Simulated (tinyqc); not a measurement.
Electromigration in a confined line: Blech product, Korhonen stress evolution and Black's law. Which input was changed? Computed by tinyqc, a small Python program. Command: `OMP_NUM_THREADS=1 python tinyqc.py 3031656 3031657 out.jsonl emigr which`. One thread of a shared host (Intel(R) Xeon(R) Processor @ 2.30GHz), about 0.08 s of CPU time with the checks.

The electron wind pushes atoms from the cathode (x = 0) to the anode (x = L); blocking ends build a back stress (tension positive). The input rho is taken not to change with temperature. d sigma/dt = d/dx [kappa (d sigma/dx + G)], with zero flux at both ends and sigma = sigma_0 at t = 0.

Inputs (values chosen for the exercise, close to those used for aluminium lines):
```
quantity,value,unit
resistivity rho,3.78,micro-ohm cm
atomic volume Omega,16.6,angstrom^3
effective charge number Z*,6.4,-
prefactor D0,1.2e-07,m^2/s
activation energy E,0.673,eV
effective modulus B,35,GPa
critical stress sigma_c,440,MPa
initial stress sigma_0,89,MPa
current density j,0.55,MA/cm^2
line length L,150,um
test temperature T,320,C
"time as a fraction of L^2/kappa, s",0.32,-
use temperature T_u,105,C
use current density j_u,0.38,MA/cm^2
current exponent n,1,-
```

Start: thermal stress.

Constants: e = 1.602176634e-19 C; k_B = 8.617333262e-05 eV/K; k_B = 1.380649e-23 J/K.

Method:
- G = Z* e rho j/Omega; D = D0 exp(-E/(k_B T)); kappa = D B Omega/(k_B T); drift velocity of an unconfined line v = D Z* e rho j/(k_B T). SI: 1 micro-ohm cm = 1e-8 ohm m, 1 MA/cm^2 = 1e10 A/m^2.
- Temperatures in kelvin are T(C) + 273.15.
- At steady state sigma(x) = sigma_0 + G (L/2 - x). A void forms only if the cathode stress reaches sigma_c, that is if j L exceeds (j L)_c = 2 Omega (sigma_c - sigma_0)/(Z* e rho). Time scale tau = L^2/kappa.
- sigma(x, t) = sigma_0 + G L [1/2 - x/L - 4 sum_(m odd) cos(m pi x/L) exp(-m^2 pi^2 s)/(m pi)^2], s = t/tau, summed to m = 399.
- The terms at x = 0 are 4 exp(-m^2 pi^2 s)/(m pi)^2; tau = L^2/kappa.
- Solve sigma(0, t) = sigma_c for s; the semi-infinite estimate is t = (pi/kappa) ((sigma_c - sigma_0)/(2 G))^2.
- Median life t50 = A j^(-n) exp(E/(k_B T)); acceleration factor = t50(use)/t50(test) = (j/j_u)^n exp[(E/k_B)(1/T_u - 1/T)].

Task: One of these inputs alone was changed, within the range given: resistivity rho (1.89 to 7.56); effective charge number Z* (3.2 to 12.8); prefactor D0 (6e-08 to 2.4e-07); current density j (0.275 to 1.1). Which one, and to what value?

Results:
```
run,nucleation time (h),cathode stress at time s (MPa),acceleration factor
before,0.01000595,1018.980,2580.619
after,0.00727705,1018.980,2580.619
```

Result:

Each candidate set to reproduce nucleation time, and what it then gives:
```
candidate,range searched,value needed,cathode stress at time s (MPa),acceleration factor
resistivity rho (micro-ohm cm),1.89 to 7.56,4.432,1179.5,2580.6
effective charge number Z*,3.2 to 12.8,7.505,1179.5,2580.6
prefactor D0 (m^2/s),6e-08 to 2.4e-07,1.650e-7,1019.0,2580.6
current density j (MA/cm^2),0.275 to 1.1,0.6449,1179.5,3026.0
```

Only prefactor D0 fits every result: it went from 1.2e-07 to 1.65e-7 m^2/s. The next best candidate, effective charge number Z*, misses one result by 16 %.

Caution: the stress exceeds sigma_c: a void would already have formed and relaxed it, so the value is formal.
